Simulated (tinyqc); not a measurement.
Inside a calculation. Method: coherent transport through a tight-binding region between two chains. One step of it, computed by the program tinyqc.

Question. Transmission at E = 0.26 eV. Surface Green function g = (E - i sqrt(4 t^2 - E^2)) / (2 t^2); self-energy tc^2 g on each contact site; G = (E - H - Sigma)^(-1); Gamma = -2 Im Sigma; T = Gamma_L Gamma_R |G_LR|^2; local density of states -Im G_ii / pi.

H of the central region (eV):
```
           1          2
1   0.770000  -0.700000
2  -0.700000  -0.430000
```

Leads: semi-infinite chains with site energy 0:
```
parameter                           value
lead hopping t (eV)              2.960000
coupling to the left lead (eV)   1.320000
coupling to the right lead (eV)  0.900000
left contact site                       1
right contact site                      2
```

E = 0.260000 eV

Give: g; G; local density of states; transmission.

Answer.

g = 0.0148-0.3375i 1/eV

G (1/eV):
```
                 1               2
1  -0.5665-0.4105i  0.6501+0.1617i
2   0.6501+0.1617i  0.6335-0.4224i
```

local density of states (1/eV): 0.1307  0.1344

transmission = 0.2886
